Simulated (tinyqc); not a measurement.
Voltage drop against the factor on the load at the hot node.

A grid of 25 by 25 nodes with segments Rx (rows) and Ry (columns); every node draws I1 and the central node kh I1; pads with resistance Rp sit at the nodes whose row and column are multiples of the pitch, counting from 0. The drops u = Vdd - V follow from G u = i, with G the conductance matrix and i the load currents, solved directly. Here the pitch is 3.

Values chosen for this exercise: supply voltage Vdd = 0.7 V; resistance of a horizontal segment Rx = 0.13 ohm; resistance of a vertical segment Ry = 0.38 ohm; resistance from a pad node to the supply Rp = 0.15 ohm; load current of a node in the large grid I1 = 0.18 mA.

Voltage drop against the factor on the load at the hot node:

| kh | pads | worst drop (mV) | mean drop (mV) | largest drop at a pad (mV) | largest pad current (mA) | worst drop over Vdd (%) |
|---|---|---|---|---|---|---|
| 1 | 81 | 0.3470 | 0.2929 | 0.2396 | 1.597 | 0.04957 |
| 2 | 81 | 0.3511 | 0.2932 | 0.2509 | 1.673 | 0.05016 |
| 5 | 81 | 0.3636 | 0.2944 | 0.2851 | 1.900 | 0.05195 |
| 10 | 81 | 0.3851 | 0.2963 | 0.3420 | 2.280 | 0.05501 |
| 20 | 81 | 0.4557 | 0.3001 | 0.4557 | 3.038 | 0.06511 |
| 50 | 81 | 0.7971 | 0.3116 | 0.7971 | 5.314 | 0.1139 |
| 100 | 81 | 1.366 | 0.3308 | 1.366 | 9.106 | 0.1951 |

What does the comparison show?

The worst drop rises from 0.347 to 1.37 mV and the mean drop rises from 0.293 to 0.331 mV. The central node is itself a pad. The drops are linear in the loads, so the mean grows by 3.83e-4 mV for each unit of kh in every row.

Program tinyqc, `OMP_NUM_THREADS=1 python tinyqc.py 2770192 2770193 out.jsonl`; Intel Xeon 2.30GHz, shared host, one thread, about 0.3 s.
